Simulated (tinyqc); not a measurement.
Complex band structure along [001] in sp3s* tight binding: sweeps and comparisons. A value that a table varies takes the place of the one given here.

For k = (0, 0, kz) the phase sums are g0 = cos(phi) and g3 = i sin(phi), phi = kz a/4, and the s, pz, s* orbitals of anion (a) and cation (c) decouple from px, py. With z = exp(i phi), H(z) = H0 + z T + T^T/z for any complex z. H0 is diagonal (Esa, Epa, Exa, Esc, Epc, Exc). The anion-cation block is B(z) = z U + W/z and the cation-anion block z W^T + U^T/z, where U has Vss/2 (s,s), Vsapc/2 (s,z), -Vscpa/2 (z,s), Vxx/2 (z,z), Vxapc/2 (s*,z), -Vpaxc/2 (z,s*), and W has the same values with the s-z and s*-z signs reversed. |z| = 1 is a band state, |z| < 1 decays along [001] as exp(-kappa d) over a distance d, kappa = -(4/a) ln|z|. No spin-orbit coupling.

Values chosen for the exercise (near a published set for Si, fitted to gaps, whose masses and valley positions are rough (light masses up to twice too heavy); the results hold for these values, not for the real material): p = (-4.203, 1.715, -4.203, 1.715, 6.706, 6.706, -8.311, 1.71, 4.58, 5.743, 5.743, 5.391, 5.391) eV (order Esa, Epa, Esc, Epc, Exa, Exc, Vss, Vxx, Vxy, Vsapc, Vscpa, Vxapc, Vpaxc); a = 5.436 angstrom (lattice constant); Eg = 1.167 eV (top of the energy range, the indirect gap); dE = 0.49 eV (E - Ev).

## Two branches across an indirect gap

Ev = 0.00500 eV

The smallest kappa with Re kz = 0 and the smallest with Re kz > 0, at energies E from Ev; a dash: no such root.

Decay constants:

| E/Eg | E (eV) | kappa at Gamma (1/angstrom) | kappa off Gamma (1/angstrom) | its Re kz (2 pi/a) |
|---|---|---|---|---|
| 0.05 | 0.0583 | 0.0521 | 0.4420 | 0.721 |
| 0.20 | 0.2334 | 0.1023 | 0.4084 | 0.723 |
| 0.35 | 0.4084 | 0.1329 | 0.3708 | 0.724 |
| 0.50 | 0.5835 | 0.1559 | 0.3276 | 0.725 |
| 0.65 | 0.7585 | 0.1743 | 0.2761 | 0.726 |
| 0.80 | 0.9336 | 0.1895 | 0.2103 | 0.728 |
| 0.90 | 1.0503 | 0.1982 | 0.1494 | 0.729 |
| 0.97 | 1.1320 | 0.2037 | 0.0819 | 0.730 |

The branch from the valence band at Gamma decays more slowly below E/Eg of about 0.83, and the branch from the conduction valley above. The two differ in Re kz, so passing from one to the other needs kz from an abrupt interface, a steep field, a phonon or a defect. Valleys off the [001] axis, such as L, are not seen on these branches.

## Energy and lattice constant

The slowest root of the s-pz block and the heavy-hole branch, sinh^2(kappa a/4) = ((E - Epa)(E - Epc) - Vxx^2)/(Vxx^2 - Vxy^2), at E = Ev + dE with Ev the lower root of [[Epa, Vxx], [Vxx, Epc]]; the couplings are kept when a changes. Each row changes one parameter from the base and keeps the others.

Results:

| case | slowest kappa (1/angstrom) | heavy-hole kappa (1/angstrom) |
|---|---|---|
| base | 0.1443 | 0.2049 |
| dE = 0.52 eV | 0.1482 | 0.2098 |
| a = 5.599 angstrom | 0.1401 | 0.1989 |

The largest shifts from the base row, up to three for each result and ties (the steps differ in size, so this ranks the rows, not the parameters). slowest kappa (1/angstrom): a -0.0042, dE +0.0039. heavy-hole kappa (1/angstrom): a -0.0060, dE +0.0050. With the couplings fixed, kappa a stays, so kappa scales as 1/a.

Run: tinyqc, `OMP_NUM_THREADS=1 python tinyqc.py 1451072 1451073 out.jsonl`; Intel(R) Xeon(R) Processor @ 2.30GHz, one thread, shared host; about 0.02 s of CPU time with all checks.
